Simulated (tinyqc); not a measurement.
Koster-Slater impurity in a tight-binding band, by Green functions and by supercells: one step, computed by the program tinyqc.

One orbital per site, e(k) = -2 t sum cos(k_i) over 3 direction(s), band from -6 t to 6 t, lattice constant 1. One site has the extra energy U. Spin is left out.

Problem. The level in the supercell. In a periodic cell of N sites along each direction with Bloch vector K, the level solves 1/U = N^-d sum_k 1/(E - e(k)), k_i = (2 pi m_i + K_i)/N, m_i = 0..N-1; the outermost root on the side of U is taken (bisection). d is the number of directions. Gamma means K_i = 0, the zone corner K_i = pi, the quarter point K_i = pi/2. The error is measured against the isolated level E_b.

Inputs (values chosen for the exercise, for a model band): hopping t = 0.53 eV; impurity potential U = -2.61 eV; supercell edge N = 3 sites.

Lattice: simple cubic.

level E_b = -3.368475 eV

Give: level at Gamma; level at the corner; level at the quarter point; error at Gamma; width between Gamma and the corner.

Solution.

level at Gamma = -3.588 eV

level at the corner = -3.153 eV

level at the quarter point = -3.353 eV

error at Gamma = -0.2194 eV

width between Gamma and the corner = 0.4343 eV

Images turn the level into a band 0.434 eV wide; the quarter point misses the isolated level by 0.015 eV, far less than Gamma, because the leading hopping between images averages out there.
